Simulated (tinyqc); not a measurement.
Quantum limit of the contact resistance of a two-dimensional channel: one step of the calculation.

Parabolic band with gv valleys, C = hbar^2/(2 m0), eta = (EF - Ec)/(kB T). Landauer picture: each mode conducts 2 q^2/h, and the contacts and the channel add incoherently in series, 1/Tt - 1 = 2 (1/tc - 1) + L/lam for the total transmission Tt.

Task. Fermi level and modes. n = N ln(1 + exp(eta)), N = gv m kB T/(2 pi C); modes per width M = gv sqrt(m kB T/C) Fm(eta)/(2 sqrt(pi)), Fm(x) = (1/sqrt(pi)) int_0^infinity u^(-1/2)/(1 + exp(u - x)) du; at zero temperature M0 = gv kF/pi, kF = sqrt(2 pi n/gv). kB T in eV.

Inputs (values chosen for the exercise):
- T = 300 K (temperature)
- m = 0.46 m0 (mass)
- gv = 1 (valleys)
- n = 1.7e13 cm^-2 (carrier density)

Constants: q = 1.602176634e-19 C, kB = 1.380649e-23 J/K, hbar = 1.054571817e-34 J s, m0 = 9.1093837015e-31 kg, Vt = kB T/q, hbar^2/(2 m0) = 0.0380998212 eV nm^2. Results are converted to the units shown.

Wanted: N; eta; M; M0.

Result.

N = 4.9676e12 cm^-2
eta = 3.3890
M = 313.47 1/um
M0 = 328.98 1/um

The zero-temperature count is 4.9 % above the thermal one.

Numbers from tinyqc (`OMP_NUM_THREADS=1 python tinyqc.py 2760103 2760104 out.jsonl`; about 0.01 s on one thread of a shared Intel Xeon 2.30GHz).
